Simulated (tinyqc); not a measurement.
Worked calculation: empirical pseudopotential in a few plane waves. Computed by tinyqc, a small Python program that keeps every step. Settings: plane-wave index or count = 15. Command: `OMP_NUM_THREADS=1 python tinyqc.py 23521 23522 out.jsonl` (the two numbers bound the seeds that draw the settings). One thread of a shared host (Intel(R) Xeon(R) Processor @ 2.60GHz), about 0.2 s of CPU time with the checks.

## Bloch Hamiltonian at G

Parameters chosen for this model: fcc lattice, atoms at +/- a/8 (1,1,1); form factors in rydberg at |G|^2 in units of (2 pi/a)^2:
```
parameter                 value      unit
a                      6.060000  angstrom
VS(3)                 -0.203000        Ry
VS(8)                 -0.007000        Ry
VS(11)                 0.067000        Ry
VA(3)                  0.039000        Ry
VA(4)                  0.033000        Ry
VA(11)                 0.018000        Ry
hbar^2/2m (2 pi/a)^2   4.095787        eV
```

k point G (2 pi / a): 0  0  0

Basis: the 15 shortest G (labels in 2 pi/a), the same at every k. H(G,G') = c |k + G|^2 delta + VS(|G-G'|^2) cos((G-G').tau) + i VA sin((G-G').tau), tau = a/8 (1,1,1); 1 Ry = 13.605693 eV.

H(k) at G (eV):
```
                     +0+0+0               -1-1-1               -1-1+1               -1+1-1
+0+0+0             0.000000   1.952998+0.375206i  -1.952998+0.375206i  -1.952998+0.375206i
-1-1-1   1.952998-0.375206i            12.287362   0.000000-0.448988i   0.000000-0.448988i
-1-1+1  -1.952998-0.375206i   0.000000+0.448988i            12.287362            -0.095240
-1+1-1  -1.952998-0.375206i   0.000000+0.448988i            -0.095240            12.287362
-1+1+1  -1.952998+0.375206i             0.095240   0.000000+0.448988i   0.000000+0.448988i
+1-1-1  -1.952998-0.375206i   0.000000+0.448988i            -0.095240            -0.095240
+1-1+1  -1.952998+0.375206i             0.095240   0.000000+0.448988i             0.000000
+1+1-1  -1.952998+0.375206i             0.095240             0.000000   0.000000+0.448988i
+1+1+1   1.952998+0.375206i             0.000000             0.095240             0.095240
-2+0+0   0.000000-0.448988i  -1.952998+0.375206i  -1.952998-0.375206i  -1.952998-0.375206i
+0-2+0   0.000000-0.448988i  -1.952998+0.375206i  -1.952998-0.375206i   0.644585-0.173172i
+0+0-2   0.000000-0.448988i  -1.952998+0.375206i   0.644585-0.173172i  -1.952998-0.375206i
+0+0+2   0.000000+0.448988i  -0.644585-0.173172i   1.952998+0.375206i  -0.644585+0.173172i
+0+2+0   0.000000+0.448988i  -0.644585-0.173172i  -0.644585+0.173172i   1.952998+0.375206i
+2+0+0   0.000000+0.448988i  -0.644585-0.173172i  -0.644585+0.173172i  -0.644585+0.173172i

                     -1+1+1               +1-1-1               +1-1+1               +1+1-1
+0+0+0  -1.952998-0.375206i  -1.952998+0.375206i  -1.952998-0.375206i  -1.952998-0.375206i
-1-1-1             0.095240   0.000000-0.448988i             0.095240             0.095240
-1-1+1   0.000000-0.448988i            -0.095240   0.000000-0.448988i             0.000000
-1+1-1   0.000000-0.448988i            -0.095240             0.000000   0.000000-0.448988i
-1+1+1            12.287362             0.000000            -0.095240            -0.095240
+1-1-1             0.000000            12.287362   0.000000-0.448988i   0.000000-0.448988i
+1-1+1            -0.095240   0.000000+0.448988i            12.287362            -0.095240
+1+1-1            -0.095240   0.000000+0.448988i            -0.095240            12.287362
+1+1+1   0.000000+0.448988i             0.095240   0.000000+0.448988i   0.000000+0.448988i
-2+0+0   1.952998-0.375206i   0.644585-0.173172i  -0.644585-0.173172i  -0.644585-0.173172i
+0-2+0  -0.644585-0.173172i  -1.952998-0.375206i   1.952998-0.375206i  -0.644585-0.173172i
+0+0-2  -0.644585-0.173172i  -1.952998-0.375206i  -0.644585-0.173172i   1.952998-0.375206i
+0+0+2  -1.952998+0.375206i  -0.644585+0.173172i  -1.952998+0.375206i   0.644585+0.173172i
+0+2+0  -1.952998+0.375206i  -0.644585+0.173172i   0.644585+0.173172i  -1.952998+0.375206i
+2+0+0   0.644585+0.173172i   1.952998+0.375206i  -1.952998+0.375206i  -1.952998+0.375206i

                     +1+1+1               -2+0+0               +0-2+0               +0+0-2
+0+0+0   1.952998-0.375206i   0.000000+0.448988i   0.000000+0.448988i   0.000000+0.448988i
-1-1-1             0.000000  -1.952998-0.375206i  -1.952998-0.375206i  -1.952998-0.375206i
-1-1+1             0.095240  -1.952998+0.375206i  -1.952998+0.375206i   0.644585+0.173172i
-1+1-1             0.095240  -1.952998+0.375206i   0.644585+0.173172i  -1.952998+0.375206i
-1+1+1   0.000000-0.448988i   1.952998+0.375206i  -0.644585+0.173172i  -0.644585+0.173172i
+1-1-1             0.095240   0.644585+0.173172i  -1.952998+0.375206i  -1.952998+0.375206i
+1-1+1   0.000000-0.448988i  -0.644585+0.173172i   1.952998+0.375206i  -0.644585+0.173172i
+1+1-1   0.000000-0.448988i  -0.644585+0.173172i  -0.644585+0.173172i   1.952998+0.375206i
+1+1+1            12.287362  -0.644585-0.173172i  -0.644585-0.173172i  -0.644585-0.173172i
-2+0+0  -0.644585+0.173172i            16.383150            -0.095240            -0.095240
+0-2+0  -0.644585+0.173172i            -0.095240            16.383150            -0.095240
+0+0-2  -0.644585+0.173172i            -0.095240            -0.095240            16.383150
+0+0+2  -1.952998-0.375206i             0.095240             0.095240             0.000000
+0+2+0  -1.952998-0.375206i             0.095240             0.000000             0.095240
+2+0+0  -1.952998-0.375206i             0.000000             0.095240             0.095240

                     +0+0+2               +0+2+0               +2+0+0
+0+0+0   0.000000-0.448988i   0.000000-0.448988i   0.000000-0.448988i
-1-1-1  -0.644585+0.173172i  -0.644585+0.173172i  -0.644585+0.173172i
-1-1+1   1.952998-0.375206i  -0.644585-0.173172i  -0.644585-0.173172i
-1+1-1  -0.644585-0.173172i   1.952998-0.375206i  -0.644585-0.173172i
-1+1+1  -1.952998-0.375206i  -1.952998-0.375206i   0.644585-0.173172i
+1-1-1  -0.644585-0.173172i  -0.644585-0.173172i   1.952998-0.375206i
+1-1+1  -1.952998-0.375206i   0.644585-0.173172i  -1.952998-0.375206i
+1+1-1   0.644585-0.173172i  -1.952998-0.375206i  -1.952998-0.375206i
+1+1+1  -1.952998+0.375206i  -1.952998+0.375206i  -1.952998+0.375206i
-2+0+0             0.095240             0.095240             0.000000
+0-2+0             0.095240             0.000000             0.095240
+0+0-2             0.000000             0.095240             0.095240
+0+0+2            16.383150            -0.095240            -0.095240
+0+2+0            -0.095240            16.383150            -0.095240
+2+0+0            -0.095240            -0.095240            16.383150
```

## Levels at G

Diagonalise the Hermitian matrix.

eigenvalues (eV): -2.585672  8.718057  8.718057  8.718057  9.043463  12.479651  12.479651  12.479651  14.473115  16.573630  16.573630  19.074570  19.950646  19.950646  19.950646

## Bands along a path

The same steps at evenly spaced points between the labelled ones.

Bands along the path (eV), lowest eight:
```
k            band 1    band 2    band 3    band 4     band 5     band 6     band 7     band 8
L         -0.853779  2.946161  8.137783  8.137783   9.754848  13.373454  13.373454  15.134481
L-G 0.20  -1.263180  3.485955  8.110119  8.110119   9.797678  13.289724  13.289724  15.262792
L-G 0.40  -1.777092  4.529151  8.213620  8.213620  10.017384  13.270432  13.270432  14.662724
L-G 0.60  -2.211310  5.863053  8.410342  8.410342  10.309895  13.062176  13.062176  13.133422
L-G 0.80  -2.490245  7.354350  8.621266  8.621266  10.104007  12.358382  12.673343  12.673343
G         -2.585672  8.718057  8.718057  8.718057   9.043463  12.479651  12.479651  12.479651
G-X 0.20  -2.458237  7.249366  8.438601  8.438601  10.529335  11.838691  12.971951  12.971951
G-X 0.40  -2.083040  5.743727  7.898654  7.898654  10.860204  11.844811  14.143312  14.143312
G-X 0.60  -1.487319  4.379567  7.432745  7.432745  10.286186  11.406812  15.476783  15.647858
G-X 0.80  -0.750928  3.233680  7.176030  7.176030  10.027470  10.589164  17.282906  17.356335
X         -0.150540  2.587742  7.181661  7.181661   9.906625  10.363811  19.248918  19.248918
```

With 4 band(s) filled, the highest filled level on these points lies at G and the lowest empty one at G: a gap of 0.3254 eV, direct. This holds for the small fixed basis; with all plane waves up to |k + G|^2 = 21 (2 pi/a)^2 the gap along the path is 0.92 eV.

## Convergence with the number of plane waves

Levels at G counted from the fourth one.

Levels (eV):
```
plane waves     level 1   level 5   level 8
9            -14.242183         0  0.897976
15           -11.303729  0.325406  3.761595
27           -10.652631  0.808201  3.795971
51           -10.498976  0.893412  4.053172
59           -10.521416  0.916893  3.915062
65           -10.529285  0.915325  3.888335
89           -10.511410  0.916715  3.898858
```
